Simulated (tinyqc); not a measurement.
# Carrier lifetime of an n-type layer with SRH, radiative, Auger and surface recombination: two studies

Uniform excess density dn = dp (no trapping), n = n0 + dn, p = p0 + dn, Boltzmann statistics, full ionisation. Surfaces enter as a rate 2 S dn/d, which holds while diffusion to them is fast.

Values chosen for this exercise; band and dielectric values close to those of silicon: temperature T = 350 K; band gap Eg = 1.14 eV; conduction-band density of states at T Nc = 3.47e19 cm^-3; valence-band density of states at T Nv = 3.38e19 cm^-3; radiative coefficient B = 4.67e-15 cm^3/s; donor density N = 4e14 cm^-3; Auger coefficient (two electrons) Cn = 3.2e-31 cm^6/s; Auger coefficient (two holes) Cp = 1.7e-31 cm^6/s; trap density Nt = 7.7e13 cm^-3; capture cross-section for electrons sn = 9e-15 cm^2; capture cross-section for holes sp = 3e-16 cm^2; thermal velocity (both carriers) vth = 1.9e7 cm/s; trap level below the conduction band Et = 0.27 eV; surface recombination velocity (both faces) S = 2000 cm/s; sample thickness d = 200 um.

Constants: q = 1.602176634e-19 C, kB = 1.380649e-23 J/K, Vt = kB T/q. Results are converted to the units shown.

Each table varies one quantity; the others keep the values above.

## Lifetime against injection

ni = sqrt(Nc Nv) exp(-Eg/(2 Vt)), Eg in volts; majority density N/2 + sqrt(N^2/4 + ni^2), n0 p0 = ni^2; n1 = Nc exp(-Et/Vt), p1 = Nv exp((Et - Eg)/Vt); tn0 = 1/(sn vth Nt), tp0 = 1/(sp vth Nt). With e = n p - ni^2 = dn (n0 + p0 + dn): U_SRH = e/(tp0 (n + n1) + tn0 (p + p1)), U_rad = B e, U_Aug = (Cn n + Cp p) e, U_s = 2 S dn/d. Each tau is dn over its rate; tau = dn/U with U the sum.

The same in every row: tau_s (s) = 5.0000e-6.

Lifetime against injection:

| dn (cm^-3) | tau_SRH (s) | tau_rad (s) | tau_Aug (s) | tau (s) | radiative share (%) | largest path |
|---|---|---|---|---|---|---|
| 1e11 | 2.7862e-5 | 0.53520 | 19.519 | 4.2392e-6 | 7.9208e-4 | surface |
| 1e12 | 2.7805e-5 | 0.53400 | 19.408 | 4.2379e-6 | 7.9362e-4 | surface |
| 1e13 | 2.7246e-5 | 0.52227 | 18.352 | 4.2247e-6 | 8.0890e-4 | surface |
| 1e14 | 2.2766e-5 | 0.42827 | 11.299 | 4.0996e-6 | 9.5725e-4 | surface |
| 1e15 | 9.6442e-6 | 0.15295 | 1.1558 | 3.2928e-6 | 0.0021528 | surface |
| 1e16 | 3.3357e-6 | 0.020590 | 0.019124 | 2.0004e-6 | 0.0097158 | SRH |
| 1e17 | 2.4560e-6 | 0.0021328 | 2.0274e-4 | 1.6325e-6 | 0.076542 | SRH |
| 1e18 | 2.3646e-6 | 2.1405e-4 | 2.0395e-6 | 8.9453e-7 | 0.41791 | Auger |
| 1e19 | 2.3554e-6 | 2.1412e-5 | 2.0407e-8 | 2.0131e-8 | 0.094016 | Auger |

Read the table: what changes, and by how much?

Surface recombination leads at dn = 1e11, SRH from 1e16, Auger from 1e18 on. The total lifetime falls from 4.24e-6 to 2.01e-8 s. tau_SRH goes from 2.79e-5 s (low-injection limit 2.79e-5 s) to 2.36e-6 s (high-injection limit tn0 + tp0 = 2.35e-6 s). Between the last two rows tau_rad goes as dn^(-1.00) and tau_Aug as dn^(-2.00); the radiative share goes from 7.92e-4 through a maximum of 0.418 (at dn = 1e18 among the rows listed) to 0.0940 %.

## Effect of the capture cross-section for electrons at dn = 5e15 cm^-3

Same model as above.

Here dn = 5e15 cm^-3.

The same in every row: tau_rad (s) = 0.039654; tau_Aug (s) = 0.071833; tau_s (s) = 5.0000e-6.

Effect of the capture cross-section for electrons at dn = 5e15 cm^-3:

| sn (cm^2) | tau_SRH (s) | tau (s) | radiative share (%) | largest path |
|---|---|---|---|---|
| 3e-19 | 0.0021138 | 4.9872e-6 | 0.012577 | surface |
| 3e-18 | 2.1514e-4 | 4.8855e-6 | 0.012320 | surface |
| 3e-17 | 2.5271e-5 | 4.1734e-6 | 0.010525 | surface |
| 3e-16 | 6.2837e-6 | 2.7841e-6 | 0.0070209 | surface |
| 3e-15 | 4.3850e-6 | 2.3360e-6 | 0.0058908 | SRH |
| 3e-14 | 4.1951e-6 | 2.2810e-6 | 0.0057521 | SRH |
| 3e-13 | 4.1761e-6 | 2.2753e-6 | 0.0057379 | SRH |

What does the table show?

Surface recombination leads at sn = 3e-19, SRH from 3e-15 on. tau_SRH falls from 0.00211 to 4.18e-6 s and the total lifetime falls from 4.99e-6 to 2.28e-6 s.

Range of the model: S d exceeds 2.5 cm^2/s, comparable with a diffusion coefficient, so 2 S/d overstates the surface loss.

Program tinyqc, `OMP_NUM_THREADS=1 python tinyqc.py 2300049 2300050 out.jsonl`; Intel Xeon 2.30GHz, shared host, one thread, about 0.01 s.
